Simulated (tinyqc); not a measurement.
The same scatterer in wider strips: conductance of a narrow metal strip with scatterers (square lattice, Green functions).

A strip of W sites across with hard walls, site energy 0 and hopping -t. Mode n = 1 to W has profile chi_n(j) = sqrt(2/(W + 1)) sin(n j pi/(W + 1)) and energy en = -2t cos(n pi/(W + 1)); E = en - 2t cos(kn a). With z_n = exp(i kn a) (Im k > 0 for closed modes, |z| < 1) each lead gives the self-energy -t z_n in mode n. One column carries the site energies v, here one foreign atom. In the mode basis V_nm = sum_j chi_n(j) v_j chi_m(j), G = (E - en + 2 t z_n - V)^-1, and t_nm = 2t sqrt(sin(kn a) sin(km a)) G_nm in size for open modes. T = sum |t_nm|^2, conductance (2e^2/h) T.

Constants: e^2/h = 3.874045865e-05 S.

Parameters, chosen for this exercise (hopping and spacing of the size met in Cu or Al; the lattice is a model; the results hold for these values, not for the real material): t = 1.46 eV (hopping); a = 2.69 angstrom (spacing); E = -2.4 eV (Fermi energy); v = (0, 0, 4.7) eV (site energies in the scattering column).

Width (W + 1) a; the strength is the entry of v largest in size. The foreign atom sits at site W/2 + 1, rounded down. Added resistance (1/T - 1/M)/(2 e^2/h), M the number of open modes.

Against width:
```
W   width (angstrom)   M        T     T/M  added resistance (ohm)
3               10.8   2   1.8142  0.9071                   661.0
4               13.4   2   1.8321  0.9160                   591.5
5               16.1   3   2.4706  0.8235                   921.8
6               18.8   3   2.8754  0.9585                   186.4
8               24.2   5   4.2964  0.8593                   422.7
10              29.6   6   5.5136  0.9189                   189.7
14              40.4   8   7.6578  0.9572                    72.1
20              56.5  11  10.7649  0.9786                    25.6
```

How do the results move, and what explains it?

The added resistance is 661 ohm at W = 3 and 25.6 at W = 20; from W = 10 to 20 it changes by a factor 0.14, where 1/M gives 0.55 and 1/M^2 gives 0.30. A point scatterer removes at most one unit of M (here 0.12 to 0.70), so its resistance is at most 1/(M (M - 1)) in units of h/2e^2, without bound for M = 1, with jumps where modes open or where the site sits near a node of the open modes; the largest value is at W = 5 (922 ohm).

Run: tinyqc, `OMP_NUM_THREADS=1 python tinyqc.py 1480189 1480190 out.jsonl`; Intel(R) Xeon(R) Processor @ 2.30GHz, one thread, shared host; about 0.01 s of CPU time with all checks.
